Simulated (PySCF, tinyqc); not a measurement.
Worked calculation: RKS/LDA (PW92) in the sto-3g basis, for BeH+, spin multiplicity 1. The lowest restricted solution is unstable here: a spin-polarised one lies 0.0006 hartree lower (PySCF). One step of it, computed by the program tinyqc.

Task: Iteration 2: building the Kohn-Sham matrix. J_ij = sum D_kl (ij|kl); F = H + J + V_xc; E = tr D H + tr D J / 2 + E_xc + E_nn.

D after iteration 1, order 1Be 1s, 1Be 2s, 1Be 2px, 1Be 2py, 1Be 2pz, 2H 1s:
```
[[2.134499, -0.515062, 0.000000, 0.000000, 0.138209, 0.014793],
 [-0.515062, 1.970144, 0.000000, 0.000000, -0.577845, -0.039603],
 [0.000000, 0.000000, 0.000000, 0.000000, 0.000000, 0.000000],
 [0.000000, 0.000000, 0.000000, 0.000000, 0.000000, 0.000000],
 [0.138209, -0.577845, 0.000000, 0.000000, 0.169565, 0.011587],
 [0.014793, -0.039603, 0.000000, 0.000000, 0.011587, 0.000806]]
```

core Hamiltonian H = T + V (hartree), order 1Be 1s, 1Be 2s, 1Be 2px, 1Be 2py, 1Be 2pz, 2H 1s:
```
[[-8.101786, -1.993158, 0.000000, 0.000000, -0.006356, -0.067347],
 [-1.993158, -2.335982, 0.000000, 0.000000, -0.067453, -0.345504],
 [0.000000, 0.000000, -1.854196, 0.000000, 0.000000, 0.000000],
 [0.000000, 0.000000, 0.000000, -1.854196, 0.000000, 0.000000],
 [-0.006356, -0.067453, 0.000000, 0.000000, -1.895027, -0.450373],
 [-0.067347, -0.345504, 0.000000, 0.000000, -0.450373, -1.405170]]
```

Two-electron integrals (ij|kl) in chemists' order, unique and non-zero (hartree):
```
(11|11) 2.298831   (21|11) 0.392036   (21|21) 0.079539   (22|11) 0.570988
(22|21) 0.143041   (22|22) 0.417683   (31|31) 0.014607   (32|31) 0.021888
(32|32) 0.092265   (33|11) 0.569578   (33|21) 0.143083   (33|22) 0.417589
(33|33) 0.449859   (41|41) 0.014607   (42|41) 0.021888   (42|42) 0.092265
(43|43) 0.024249   (44|11) 0.569578   (44|21) 0.143083   (44|22) 0.417589
(44|33) 0.401360   (44|44) 0.449859   (51|51) 0.014607   (52|51) 0.021888
(52|52) 0.092265   (53|53) 0.024249   (54|54) 0.024249   (55|11) 0.569578
(55|21) 0.143083   (55|22) 0.417589   (55|33) 0.401360   (55|44) 0.401360
(55|55) 0.449859   (61|11) 0.012617   (61|21) 0.002572   (61|22) 0.004708
(61|33) 0.004673   (61|44) 0.004673   (61|51) 0.000266   (61|52) 0.000502
(61|55) 0.004779   (61|61) 0.000089   (62|11) 0.059475   (62|21) 0.015271
(62|22) 0.052751   (62|33) 0.050509   (62|44) 0.050509   (62|51) 0.001899
(62|52) 0.014270   (62|55) 0.057173   (62|61) 0.000557   (62|62) 0.013575
(63|31) 0.000944   (63|32) 0.005266   (63|53) 0.002089   (63|63) 0.000806
(64|41) 0.000944   (64|42) 0.005266   (64|54) 0.002089   (64|64) 0.000806
(65|11) 0.076947   (65|21) 0.019883   (65|22) 0.070825   (65|33) 0.067023
(65|44) 0.067023   (65|51) 0.002910   (65|52) 0.021681   (65|55) 0.078340
(65|61) 0.000740   (65|62) 0.019941   (65|65) 0.029551   (66|11) 0.234639
(66|21) 0.060885   (66|22) 0.232344   (66|33) 0.219842   (66|44) 0.219842
(66|51) 0.006338   (66|52) 0.065057   (66|55) 0.256959   (66|61) 0.002200
(66|62) 0.086052   (66|65) 0.131123   (66|66) 0.774606
```

nuclear repulsion = 0.93867354 hartree

V_xc (hartree), order 1Be 1s, 1Be 2s, 1Be 2px, 1Be 2py, 1Be 2pz, 2H 1s:
```
[[-1.417598, -0.208302, 0.000000, 0.000000, 0.006561, -0.006522],
 [-0.208302, -0.298471, 0.000000, 0.000000, 0.046864, -0.021623],
 [0.000000, 0.000000, -0.296995, 0.000000, 0.000000, 0.000000],
 [0.000000, 0.000000, 0.000000, -0.296995, 0.000000, 0.000000],
 [0.006561, 0.046864, 0.000000, 0.000000, -0.293971, -0.025389],
 [-0.006522, -0.021623, 0.000000, 0.000000, -0.025389, -0.045239]]
```

E_xc = sum of w rho eps_xc = -2.66181875 hartree

Give: Coulomb J; Kohn-Sham matrix F; total energy of this density.

Result:

Coulomb J (hartree), order 1Be 1s, 1Be 2s, 1Be 2px, 1Be 2py, 1Be 2pz, 2H 1s:
```
[[5.722, 1.060, 0.000, 0.000, -0.021, 0.034],
 [1.060, 1.963, 0.000, 0.000, -0.101, 0.208],
 [0.000, 0.000, 1.957, 0.000, 0.000, 0.000],
 [0.000, 0.000, 0.000, 1.957, 0.000, 0.000],
 [-0.021, -0.101, 0.000, 0.000, 1.965, 0.272],
 [0.034, 0.208, 0.000, 0.000, 0.272, 0.863]]
```

Kohn-Sham matrix F (hartree), order 1Be 1s, 1Be 2s, 1Be 2px, 1Be 2py, 1Be 2pz, 2H 1s:
```
[[-3.797, -1.141, 0.000, 0.000, -0.021, -0.040],
 [-1.141, -0.672, 0.000, 0.000, -0.122, -0.159],
 [0.000, 0.000, -0.194, 0.000, 0.000, 0.000],
 [0.000, 0.000, 0.000, -0.194, 0.000, 0.000],
 [-0.021, -0.122, 0.000, 0.000, -0.224, -0.204],
 [-0.040, -0.159, 0.000, 0.000, -0.204, -0.587]]
```

total energy of this density = -14.08446 hartree
